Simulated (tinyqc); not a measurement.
Transfer length from front and end resistance.

Problem. A contact of length d and width W has Rc = (Rsh Lt/W) coth(d/Lt) and Re = (Rsh Lt/W)/sinh(d/Lt), with Rsh the sheet resistance under the metal and Lt = sqrt(rc/Rsh). Find Lt, Rsh and rc.

Parameters, values chosen for the exercise: contact length d = 0.033 um; contact width W = 1.9 um.

Rc = 9.4295127 ohm
Re = 8.6844611 ohm

Answer. Rc/Re = cosh(d/Lt) gives Lt, and Re then gives Rsh.

Lt = 0.0802 um
Rsh = 87.0 ohm/sq
rc = 5.60e-9 ohm cm^2

Program tinyqc, `OMP_NUM_THREADS=1 python tinyqc.py 2760034 2760035 out.jsonl`; Intel Xeon 2.30GHz, shared host, one thread, about 0.01 s.
